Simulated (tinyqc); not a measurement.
Inside a calculation. Model: random telegraph noise from one oxide trap in a small MOSFET.

Numbers from tinyqc (`OMP_NUM_THREADS=1 python tinyqc.py 2710096 2710097 out.jsonl`; about 0.01 s on one thread of a shared Intel Xeon 2.30GHz). Printed values are rounded.

An acceptor-like trap exchanges electrons with the channel. Inversion charge Q = Cox u, u = n Vt W0(exp((Vg - VT)/(n Vt))), W0 the Lambert function, n = nf, Cox = eps0 eox/tox; linear regime Id = (W/L) mu Q Vd. Relative to threshold the surface potential rises by Vt ln(u/u0) and the oxide voltage by the rest of Vg - VT, with u0 = n Vt W0(1).

Inputs (values chosen for the exercise); values of the order met in silicon transistors:
- T = 200 K (temperature)
- eox = 21.6 (relative permittivity of the gate insulator (close to hafnium oxide))
- tox = 4.2 nm (insulator thickness)
- xt = 1.4 nm (depth of the trap from the channel interface)
- E0 = 0.31 eV (trap level above the channel Fermi level at threshold)
- s0 = 6e-16 cm^2 (capture prefactor)
- EB = 0.38 eV (capture barrier (lattice relaxation))
- lt = 0.18 nm (tunnelling decay length)
- vth = 2.3e7 cm/s (thermal velocity)
- zi = 2.2 nm (thickness of the inversion layer)
- VT = 0.3 V (threshold voltage)
- nf = 1.39 (body factor)
- W = 22 nm (gate width)
- L = 160 nm (gate length)
- mu = 350 cm^2/(V s) (mobility)
- asc = 1.1e-16 V s (scattering coefficient of the charged trap)
- Vd = 0.05 V (drain voltage)
- Vg = 1.13 V (gate voltage)

Constants: q = 1.602176634e-19 C, kB = 1.380649e-23 J/K, Vt = kB T/q, eps0 = 8.8541878128e-14 F/cm where lengths are in cm. Results are converted to the units shown.

Range of the model: VT is taken as given; short-channel effects and the uneven flow of current among few electrons are left out.

## Trap level, time constants and occupancy

N = Cox u/q; dpsi = Vt ln(u/u0); E = E0 - dpsi - (xt/tox)(Vg - VT - dpsi); capture time tc = 1/[(N/zi) vth s0 exp(-xt/lt - EB/Vt)]; emission time te = tc exp(-E/Vt); occupancy te/(tc + te).

u = 0.747576 V
N = 2.12470e13 cm^-2
dpsi = 0.0690723 V
E = -0.0127149 eV
tc = 6.74016 s
te = 14.0952 s
occupancy = 0.676503

The trap lies 0.74 Vt below the Fermi level, so it is filled most of the time.

## Step height

A = W L; threshold step dV = q (1 - xt/tox)/(Cox A); gm/Id = 1/(u + n Vt); relative step dI/I = (gm/Id) dV + asc mu/A. Id as defined.

electrons in the channel N A = 747.895
dV = 0.666382 mV
gm/Id = 1.29612 1/V
number part of dI/I = 0.0863712 %
dI/I = 0.195746 %
Id = 8.19123 uA
dI = 16.0340 nA

## Lorentzian spectrum

Spectrum S(f) = 4 dI^2/{(tc + te)[(1/tc + 1/te)^2 + (2 pi f)^2]}; corner fc = (1/tc + 1/te)/(2 pi); variance dI^2 tc te/(tc + te)^2. Give S at f = 0, at fc and at 10 fc.

fc = 0.0349044 Hz
S(0) = 1.02618e-15 A^2/Hz
S(fc) = 5.13092e-16 A^2/Hz
S(10 fc) = 1.01602e-17 A^2/Hz
rms current = 7.50089 nA

The rms value is 0.468 of the step; it reaches its largest share, 1/2, when tc = te.
